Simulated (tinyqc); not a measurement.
Slope factor and drain-induced lowering from three currents.

Question. With source and body at 0 V, I = A exp((Vg + dd Vd)/(nf Vt)) (1 - exp(-Vd/Vt)). Find nf, the swing nf Vt ln 10 and dd.

Parameters, values chosen for the exercise:
- T = 300 K (temperature)

Constants: q = 1.602176634e-19 C, kB = 1.380649e-23 J/K, Vt = kB T/q. Results are converted to the units shown.

currents at (Vg, Vd) = (0, 0.05), (0, 0.8) and (0.07, 0.8) V (nA/um): 0.082644385  2.0956885  16.300338

Solution. The pair at equal Vd gives nf; the pair at equal Vg, after dividing out the factors 1 - exp(-Vd/Vt), gives dd.

nf = 1.320
swing = 78.57 mV/decade
dd = 0.1400

tinyqc, about 0.03 s, one thread, Intel Xeon 2.30GHz (shared host): `OMP_NUM_THREADS=1 python tinyqc.py 2242188 2242189 out.jsonl`
